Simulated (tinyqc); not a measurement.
# Scale length and length offset from two DIBL values

Question. DIBL = exp(-Le/(2 l)) + 2 exp(-Le/l) with Le = L - dL. Find l, dL and the drawn length for a DIBL of 100 mV/V.

DIBL at drawn lengths 28 and 51 nm (mV/V): [109.18484, 12.105149]

Solution. With e = exp(-Le/(2 l)), 2 e^2 + e = DIBL gives e and so Le/l at each length; Le/l is a straight line in L with slope 1/l.

l = 5.600 nm
dL = 1.300 nm
length for 100 mV/V = 28.86 nm

tinyqc, about 0.01 s, one thread, Intel Xeon 2.30GHz (shared host): `OMP_NUM_THREADS=1 python tinyqc.py 2002209 2002210 out.jsonl`
